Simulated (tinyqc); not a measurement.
Haynes-Shockley experiment: drift, diffusion and decay of a minority-carrier pulse: one step, computed by the program tinyqc.

A thin sheet of excess carriers is made at x = 0, t = 0 in a long uniform bar; injection is low, so the pulse moves with the minority mobility.

Task: Shape in time. dn(x, t) = N0/sqrt(4 pi D t) exp(-(x - v t)^2/(4 D t) - t/tau). Times are 0.7, 0.8, 0.9, 0.95, 1, 1.05, 1.1, 1.2 and 1.4 t_p.

Inputs (values chosen for the exercise, modelled on holes in n-type silicon in a lightly doped bar):
```
quantity,value,unit
lifetime tau,39,microsecond
temperature T,300,K
distance d to the collector,0.3,cm
injected sheet density N0,2.5e+10,1/cm^2
```

time of the peak t_p = 18.92150 microsecond

D = 11.99533 cm^2/s

drift velocity v = 15776 cm/s

peak density = 2.874602e+11 1/cm^3

Give: the table «Signal at d» with the columns t (microsecond), dn (1/cm^3), dn/peak, for t/t_p = 0.70, 0.80, 0.90, 0.95, 1.00, 1.05, 1.10, 1.20, 1.40.

Result:

Signal at d:
```
t/t_p,t (microsecond),dn (1/cm^3),dn/peak
0.70,13.25,8.621e+05,2.999e-06
0.80,15.14,2.046e+09,7.119e-03
0.90,17.03,9.580e+10,3.333e-01
0.95,17.98,2.216e+11,7.709e-01
1.00,18.92,2.875e+11,1.000e+00
1.05,19.87,2.272e+11,7.902e-01
1.10,20.81,1.170e+11,4.070e-01
1.20,22.71,1.065e+10,3.705e-02
1.40,26.49,3.565e+06,1.240e-05
```

At 0.9 and 1.1 t_p the signal is 0.333 and 0.407 of its peak: the trailing side is the wider one.
